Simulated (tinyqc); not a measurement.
Solid solubility of a dopant against its melt (retrograde solidus), clustering and the electrically active fraction: one step, computed by the program tinyqc.

Problem. Active fraction after the anneal. A highly soluble donor (another dopant than that of the solidus) is limited by clustering. Donors N_a are active, and clusters hold m atoms each: N_t = N_a + m C, m C = N* (N_a/N*)^m, with N*(T) = N*(1273 K) exp[-(E_b/k_B)(1/T - 1/1273)]. Resistivity = 1/(e mu N_a).

Inputs (values chosen for the exercise, for a model dopant): total dopant density N_t = 1.9e+20 1/cm^3; atoms per cluster m = 3; cluster scale N* at 1273 K = 2.5e+20 1/cm^3; activation energy E_b of the cluster scale = 0.28 eV; anneal temperature T_a = 1125 K; mobility mu = 55 cm^2/(V s).

Clustering: clusters of m atoms, electrons left out.

Constants: k_B = 8.617333262e-05 eV/K; e = 1.602176634e-19 C.

Give: N*(T_a); active density N_a; active fraction; resistivity.

Solution.

N*(T_a) = 1.7869e+20 1/cm^3

active density N_a = 1.2654e+20 1/cm^3

active fraction = 0.66601

resistivity = 0.89679 milliohm cm

Doubling the dose would raise N_a by only 46 %. Caution: this clustering law is a generic form; degeneracy and a doping-dependent mobility are left out.
